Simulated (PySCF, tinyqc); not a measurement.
Worked calculation: CCSD on RHF in the sto-3g basis, for H3-, spin multiplicity 1. The basis has no diffuse functions, so it cannot describe the extra electron: this is an exercise in the method, not the real anion. The lowest restricted solution is unstable here: a spin-polarised one lies 0.0555 hartree lower (PySCF). One step of it, computed by the program tinyqc.

Problem. CCSD: starting amplitudes. t_ij^ab = <ij||ab> / (e_i + e_j - e_a - e_b), whose energy is MP2.

orbital energies (hartree): MO1 -0.161424, MO2 0.531238, MO3 0.976243

Two-electron integrals over orbitals (pq|rs), unique and non-zero (hartree):
```
(11|11) 0.603060    (21|11) -0.000140   (21|21) 0.129266    (22|11) 0.557510
(22|21) 0.000300    (22|22) 0.648382    (31|11) 0.035778    (31|21) 0.000052
(31|22) -0.087647   (31|31) 0.152207    (32|11) 0.000077    (32|21) -0.101906
(32|22) -0.000172   (32|31) -0.000194   (32|32) 0.097267    (33|11) 0.594579
(33|21) -0.000244   (33|22) 0.530955    (33|31) 0.076003    (33|32) 0.000134
(33|33) 0.632168
```

Give: Starting amplitudes; correlation energy.

Solution.

Starting amplitudes (spin orbitals 1a, 1b, ...; amplitudes related by a flip of all spins are not repeated):
```
from      to         t
2a 2b  3a 3b   -0.1093
1a 1b  3a 3b   -0.0669
1a 2b  3a 3b  1.23e-04
```

correlation energy = -0.020812 hartree
